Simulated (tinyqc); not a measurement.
MOSFET in saturation, small-signal circuit and noise: effect of the temperature on speed and noise.

Bias by the inversion coefficient IC = I/Ispec (charge-based model with velocity saturation; weak inversion below 0.1, strong above 10). Common-source circuit: gm, gds, Cgs, Cgd and Cj at the inner nodes, Rg in series with the gate; quasi-static, no source or drain resistance, no gate-body capacitance, no substrate network, no induced gate noise, so fmax is an upper estimate.

Ispec = 2 n mu Cox (W/L) Vt^2, lc = Ls/L, gms = [sqrt((lc IC + 1)^2 + 4 IC) - 1]/[2 + lc (lc IC + 1)], gm = gms Ispec/(n Vt), gds = sg gm. qs = [sqrt(1 + 4 IC) - 1]/2, Cgs = Cox W L qs (2 qs + 3)/(3 (qs + 1)^2) + Cov W, Cgd = Cov W, Cd = Cj W, Rg = Rsh (Wf/L)/(12 Nf) + Rc/W with Nf = W/Wf fingers (not rounded) contacted at both ends. fT = gm/(2 pi (Cgs + Cgd)), fmax = fT/(2 sqrt(Rg (gds + 2 pi fT Cgd))). Channel noise Sid = 4 kB T gam n gm with gam = (1/2 + (2/3) qs)/(1 + qs) + gw lc IC, qs = [sqrt(1 + 4 IC) - 1]/2, lc = Ls/L (the last term an empirical rise with velocity saturation); at the gate, white noise Sw = Sid/gm^2 + 4 kB T Rg. Number fluctuation with correlated mobility: S(f) = K/f, K = q^2 Vt lt Nt/(W L Cox^2) (1 + ac mu Cox I/gm)^2, Vt in eV with Nt per eV. Corner fc = K/Sw. IC is held fixed, and so are mu, n, Ls and Nt.

Parameters, values chosen for the exercise:
- L = 130 nm (gate length)
- W = 5 um (total gate width)
- Cox = 1.99 uF/cm^2 (gate capacitance)
- mu = 140 cm^2/(V s) (mobility)
- n = 1.31 (slope factor)
- Ls = 15 nm (velocity-saturation length)
- sg = 0.037 (ratio gds/gm)
- Cov = 0.41 fF/um (overlap and fringe capacitance per side)
- Cj = 0.4 fF/um (drain junction capacitance)
- Rsh = 5 ohm (sheet resistance of the gate)
- Wf = 2 um (finger width)
- Rc = 100 ohm um (gate contact and vertical resistance)
- IC = 0.93 (inversion coefficient)
- gw = 0.08 (short-channel excess of the noise factor)
- Nt = 6.6e17 cm^-3 eV^-1 (oxide trap density)
- lt = 0.1 nm (tunnelling length into the oxide)
- ac = 0 V s/C (Coulomb scattering coefficient)

Constants: q = 1.602176634e-19 C, kB = 1.380649e-23 J/K, Vt = kB T/q. Results are converted to the units shown.

The same in every row: Rg (ohm) = 22.56.

Effect of the temperature on speed and noise:
```
T (K),I (uA),fT (GHz),fmax (GHz),sqrt(Sw) (nV/Hz^0.5),fc (MHz)
100,1.939,2.039,39.06,6.241,1.456
150,4.362,3.059,47.84,6.246,2.181
200,7.755,4.078,55.24,6.251,2.903
250,12.12,5.098,61.76,6.256,3.623
300,17.45,6.117,67.65,6.261,4.340
350,23.75,7.137,73.07,6.266,5.056
400,31.02,8.156,78.12,6.271,5.769
```

As T goes from 100 to 400 K, fT rises from 2.04 to 8.16 GHz, fmax rises from 39.1 to 78.1 GHz, the white noise stays near 6.26 nV/Hz^0.5 and the corner rises from 1.46 to 5.77 MHz. At fixed IC and mobility the current goes as T^2 and gm as T, which is why fT rises; a real mobility would fall with T. In every row fmax exceeds 4 fT, where channel resistance and substrate losses, left out here, would cap it. For T = 100 to 150 K band tails and dopant freeze-out, left out here, change n and the noise.

tinyqc, about 0.01 s, one thread, Intel Xeon 2.30GHz (shared host): `OMP_NUM_THREADS=1 python tinyqc.py 2150146 2150147 out.jsonl`
